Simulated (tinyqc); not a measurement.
Space-charge-limited current through a thin insulating or semi-insulating film with traps. From one set of inputs to another, one input at a time. Computed by tinyqc, a small Python program. Command: `OMP_NUM_THREADS=1 python tinyqc.py 3003715 3003716 out.jsonl sclc ladder`. One thread of a shared host (Intel(R) Xeon(R) Processor @ 2.30GHz), about 0.01 s of CPU time with the checks.

One ohmic injecting contact at x = 0 (field zero), drift only, non-degenerate free carriers.

The inputs printed are set A. Set A is modelled on amorphous silicon; the values taken over come from a set modelled on HfO2. Inputs not listed in the table keep their values of set A, so the rows need not describe a real material.

Inputs (values chosen for the exercise, modelled on amorphous silicon):

| quantity | value | unit |
|---|---|---|
| permittivity eps | 11.8 | - |
| band mobility mu | 5.2 | cm^2/(V s) |
| effective density of states N_c | 1.9e+20 | 1/cm^3 |
| trap density N_t | 9.5e+17 | 1/cm^3 |
| equilibrium Fermi level below the band edge, E_0 | 0.66 | eV |
| thickness d | 93 | nm |
| free density at the anode, in units of N_c | 1.4e-08 | - |
| temperature T | 350 | K |
| characteristic temperature T_c | 1200 | K |

Traps: exponential tail.

Constants: k_B = 8.617333262e-05 eV/K; e = 1.602176634e-19 C; eps_0 = 8.8541878128e-12 F/m.

Method:
- Free density n_0 = N_c exp(-E_0/k_B T) in equilibrium; trapped density n_t(n) = N_t (n/N_c)^(T/T_c) (the low-temperature form).
- theta = n/(n + n_t) at the anode density; trap-filled-limit voltage V_TFL = e (N_t - n_t(n_0)) d^2/(2 eps eps_0).
- J = e mu n F and (eps eps_0/e) dF/dx = n - n_0 + n_t(n) - n_t(n_0) = rho(n). With F = J/(e mu n): d = (eps eps_0 J/(e^2 mu)) I_1 and V = (eps eps_0 J^2/(e^3 mu^2)) I_2, I_k = int_(n_L)^infinity dn/(n^(k+1) rho(n)), n_L the density at the anode; with u = n_L/n, 200 Gauss-Legendre points in t, u = 1 - (1 - t)^2.
- Anode field J/(e mu n_L); Mott-Gurney current (9/8) eps eps_0 mu V^2/d^3; ohmic current e n_0 mu V/d.

Each row keeps all changes above it:

| input moved | from | to | voltage V (V) | theta | V_TFL (V) |
|---|---|---|---|---|---|
| set A | - | - | 0.03528 | 5.4655e-04 | 6.289 |
| trap density N_t (1/cm^3) | 9.5e+17 | 7.9e+18 | 0.29291 | 6.5756e-05 | 52.301 |
| free density at the anode, in units of N_c | 1.4e-08 | 2.6e-07 | 0.82045 | 5.2060e-04 | 52.301 |
| permittivity eps | 11.8 | 22 | 0.44006 | 5.2060e-04 | 28.052 |
| thickness d (nm) | 93 | 51 | 0.13234 | 5.2060e-04 | 8.436 |
| band mobility mu (cm^2/(V s)) | 5.2 | 0.07 | 0.13234 | 5.2060e-04 | 8.436 |

Where does the difference come from?

Voltage V goes from 0.0353 to 0.132, a factor 3.75 in all. The largest single move comes from trap density N_t (a factor 8.30), and thickness d works against it (a factor 0.301). Theta goes from 5.47e-4 to 5.21e-4, a factor 0.953 in all. The largest single move comes from trap density N_t (a factor 0.120), and free density at the anode, in units of N_c works against it (a factor 7.92). V_TFL goes from 6.29 to 8.44, a factor 1.34 in all. The largest single move comes from trap density N_t (a factor 8.32), and thickness d works against it (a factor 0.301). The single moves hold for this order of the switches; the total does not depend on the order.

Caution (rows set A, trap density N_t, thickness d, band mobility mu): V is below 10 k_B T/e, where diffusion from the contact, left out here, dominates.

Extremes, crossings and ranges named in words are read from the listed rows.
